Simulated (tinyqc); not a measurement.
## Front-illuminated p-i-n photodiode, quantum efficiency and bandwidth: efficiency and bandwidth against the thickness of the depleted layer

Light enters through a p layer (0 to xp), a depleted layer (xp to xp + wi) and a thick n substrate, decaying as exp(-al x); one pass, no back reflection. Carriers made in the depleted layer are all collected; those in the neutral layers diffuse.

k = al Ln, s = S Ln/Dn, e = exp(-al xp); front layer f1 = (k/(k^2 - 1)) {[s + k - e (s cosh(xp/Ln) + sinh(xp/Ln))]/[s sinh(xp/Ln) + cosh(xp/Ln)] - k e}; depleted layer f2 = e (1 - exp(-al wi)); substrate f3 = e exp(-al wi) al Lp/(1 + al Lp); external efficiency (1 - Rf)(f1 + f2 + f3); responsivity = efficiency q lam/(h c). Drift response for pairs made in the depleted layer, a = al wi, g = 1 - exp(-a), u = 2 pi i f, te = wi/ve, th = wi/vh: electrons He = [g - a (exp(-a) - exp(-u te))/(u te - a)]/(u te g), holes Hh = [g - a (1 - exp(-a - u th))/(a + u th)]/(u th g); C = eps0 eps_r pi (dia/2)^2/wi + Cp; total |He + Hh|/sqrt(1 + (2 pi f RL C)^2), for the current of the depleted layer alone. Limits are the frequencies at which each factor falls to 1/sqrt(2); inverse-square sum (f_transit^-2 + f_RC^-2)^(-1/2); the diffusion currents f1 and f3 are left out of the bandwidth.

Parameters, values chosen for the exercise; values close to those of In0.53Ga0.47As at this wavelength:
- lam = 1550 nm (wavelength)
- al = 7110 1/cm (absorption coefficient)
- Rf = 0.3 (reflectance of the front face)
- eps_r = 13.3 (relative permittivity)
- xp = 0.054 um (thickness of the front p layer)
- Dn = 67 cm^2/s (electron diffusion coefficient in the p layer)
- Ln = 3 um (electron diffusion length in the p layer)
- S = 2e5 cm/s (recombination velocity of the front surface)
- Lp = 17 um (hole diffusion length in the thick n substrate)
- ve = 6.81e6 cm/s (electron drift velocity)
- vh = 5.02e6 cm/s (hole drift velocity)
- dia = 22 um (diameter)
- RL = 50 ohm (load resistance)
- Cp = 80 fF (parasitic capacitance)

Constants: q = 1.602176634e-19 C, h = 6.62607015e-34 J s, c = 299792458 m/s, eps0 = 8.8541878128e-14 F/cm where lengths are in cm. Results are converted to the units shown.

Results:
```
wi (um),f2,f1 + f3,responsivity (A/W),transit limit (GHz),RC limit (GHz),3 dB bandwidth (GHz),inverse-square sum (GHz),bandwidth x (1 - Rf) f2 (GHz)
0.29,0.1793,0.7606,0.8225,109.4,13.58,13.44,13.48,1.687
0.48,0.2782,0.6692,0.8291,66.59,18.37,17.50,17.71,3.408
0.81,0.4213,0.5370,0.8387,39.93,23.53,19.59,20.27,5.779
1.4,0.6067,0.3658,0.8511,23.52,28.43,17.36,18.12,7.370
3.9,0.9022,0.09289,0.8708,8.745,34.80,8.392,8.481,5.300
6.5,0.9529,0.04611,0.8742,5.185,36.63,5.116,5.133,3.412
11,0.9619,0.03772,0.8748,2.941,37.86,2.929,2.932,1.972
18,0.9623,0.03736,0.8748,1.734,38.59,1.732,1.732,1.167
```

Estimate the missing row, wi = 2.3 um.

Computed row:
```
wi (um),f2,f1 + f3,responsivity (A/W),transit limit (GHz),RC limit (GHz),3 dB bandwidth (GHz),inverse-square sum (GHz),bandwidth x (1 - Rf) f2 (GHz)
2.3,0.7748,0.2106,0.8623,14.61,32.00,12.94,13.29,7.016
```

With this row back in the table: As wi goes from 0.29 to 18, the responsivity rises from 0.822 to 0.875 A/W and the bandwidth goes from 13.4 through a maximum of 19.6 (at wi = 0.81 among the rows listed) to 1.73 GHz. The RC limit is the lower one for wi = 0.29, 0.48, 0.81, the transit limit elsewhere. Adding inverse squares of the two limits is within 4.4 % of the full result. The product of bandwidth and fast efficiency goes from 1.69 through a maximum of 7.37 (at wi = 1.4 among the rows listed) to 1.17 GHz. For wi = 0.29, 0.48, 0.81, 1.4 the diffusion currents exceed 0.3 of the drift current; their own response times, left out, may then shape the whole response.

Program tinyqc, `OMP_NUM_THREADS=1 python tinyqc.py 2250128 2250129 out.jsonl`; Intel Xeon 2.30GHz, shared host, one thread, about 0.01 s.
